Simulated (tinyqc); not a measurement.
Froehlich polaron in a polar crystal: one step, computed by the program tinyqc. Command: `OMP_NUM_THREADS=1 python tinyqc.py 3030558 3030559 out.jsonl frohlich walk`. One thread of a shared host (Intel(R) Xeon(R) Processor @ 2.30GHz), about 0.06 s of CPU time with the checks.

One electron in a parabolic band of mass m*, coupled to dispersionless LO phonons in the continuum model. Energies are in units of hbar omega unless marked, wave numbers in k_0 = sqrt(2 m* omega/hbar).

Question. Coupling constant and length scale. 1/eps* = 1/eps_inf - 1/eps_s; k_0 = sqrt(2 m* omega/hbar) = sqrt(m* hbar omega / (hbar^2/(2 m_0))) with m* in m_0; alpha = (e^2/(4 pi eps_0)) k_0/(2 eps* hbar omega); polaron length 1/k_0.

Inputs (values chosen for the exercise, modelled on tin dioxide):
```
quantity                          value  unit
band mass m*                       0.24   m_0
LO phonon energy hbar omega        74.5   meV
eps_inf                            3.96     -
static dielectric constant eps_s   12.5     -
```

Constants: hbar^2/(2 m_0) = 3.80998212 eV angstrom^2; e^2/(4 pi eps_0) = 14.39964548 eV angstrom.

Give: eps*; k_0; coupling constant alpha; polaron length 1/k_0.

Answer.

eps* = 5.796

k_0 = 0.06851 1/angstrom

coupling constant alpha = 1.142

polaron length 1/k_0 = 14.60 angstrom

Intermediate coupling.
